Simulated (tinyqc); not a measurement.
# Resonant-tunnelling diode, transfer matrices and Tsu-Esaki current: effects of single changes

Emitter (band edge 0), barrier d1, well Lw, barrier d2, collector (edge -V). The bias drops linearly over these layers and none in the contacts; each layer is cut into ns equal slices, flat at the value of their centres. E is the energy of motion across the layers, C = hbar^2/(2 m0), psi and psi'/m are continuous. Transport is coherent, T(E) is taken as independent of the transverse momentum, and charge in the well is ignored.

Parameters, values chosen for the exercise; masses and offsets of a made-up heterostructure:
- T = 300 K (temperature)
- mw = 0.26 m0 (mass in the well, spacer and contacts)
- U1 = 1 eV (barrier height)
- m1 = 0.49 m0 (barrier mass)
- d1 = 0.8 nm (emitter barrier)
- Lw = 1.8 nm (well width)
- d2 = 0.8 nm (collector barrier)
- ns = 2 (slices in each layer)
- Ef = 0.089 eV (Fermi energy of both contacts above their band edges)
- V = 0.16 V (bias of the collector)

Constants: q = 1.602176634e-19 C, kB = 1.380649e-23 J/K, hbar = 1.054571817e-34 J s, m0 = 9.1093837015e-31 kg, Vt = kB T/q, hbar^2/(2 m0) = 0.0380998212 eV nm^2. Results are converted to the units shown.

Each table varies one quantity; the others keep the values above.

## Current against voltage

For the pair (psi, psi'/m) a flat layer has M = [[cos kd, (m/k) sin kd], [-(k/m) sin kd, cos kd]] with k = sqrt(m (E - U)/C) above its edge U, and M = [[cosh Kd, (m/K) sinh Kd], [(K/m) sinh Kd, cosh Kd]] with K = sqrt(m (U - E)/C) below it. Later slices stand to the left. With M acting on (psi, psi'/m) and v = k/m in each lead, T(E) = 4 vL vR/[(vL vR M12 - M21)^2 + (vR M11 + vL M22)^2]. J = J0 times the integral over E > 0 of T(E) N(E), N = ln[(1 + exp((Ef - E)/Vt))/(1 + exp((Ef - V - E)/Vt))], J0 = q^2 mw m0 kB T/(2 pi^2 hbar^3) (times 1e-4 for A/cm^2 per eV). The integral is converged to the digits shown.

Current against voltage:

| V (V) | J (kA/cm^2) |
|---|---|
| 0.036 | 15.77 |
| 0.078 | 42.54 |
| 0.121 | 90.58 |
| 0.163 | 167.7 |
| 0.206 | 274.5 |
| 0.248 | 378.5 |
| 0.291 | 430.7 |
| 0.333 | 325.9 |
| 0.376 | 12.21 |
| 0.418 | 6.257 |
| 0.461 | 4.705 |
| 0.503 | 4.127 |
| 0.545 | 3.935 |

Read the table: what changes, and by how much?

Among the rows the current peaks at 431 kA/cm^2 at V = 0.291 V and falls to 3.93 kA/cm^2 at 0.545 V, a ratio of 109 (it is still falling in the last row, so the valley lies there or beyond). At zero bias the resonance lies at 0.180 eV and the centre of the well takes the share 0.500 of the bias, so the level should reach the emitter band edge near V = 0.360 V; beyond that only the tail of the broadened level (width 2.13 meV at zero bias) and off-resonant tunnelling carry current. Without scattering and space charge the valley comes out far lower than in a real diode. In 4 of the 13 rows the bias alone exceeds 0.4 V, so electrons enter the collector far above its band edge, where real bands are no longer parabolic.

## Effect of the Fermi energy

Same model as above.

Er is the first maximum of T(E) at this bias.

Effect of the Fermi energy:

| Ef (eV) | N at Er = 0.0991 eV | J (kA/cm^2) |
|---|---|---|
| 0.025 | 0.05523 | 17.48 |
| 0.047 | 0.1248 | 39.37 |
| 0.069 | 0.2710 | 85.07 |
| 0.091 | 0.5472 | 171.0 |
| 0.113 | 0.9942 | 309.7 |
| 0.135 | 1.603 | 498.9 |
| 0.157 | 2.322 | 723.1 |
| 0.178 | 3.056 | 953.0 |

Read the table: what changes, and by how much?

J rises from 17.5 to 953 kA/cm^2, a factor of 54.5, while N at the resonance grows by 55.3. The two agree within 10 %, so the resonance carries the current.

Program tinyqc, `OMP_NUM_THREADS=1 python tinyqc.py 2600107 2600108 out.jsonl`; Intel Xeon 2.30GHz, shared host, one thread, about 0.1 s.
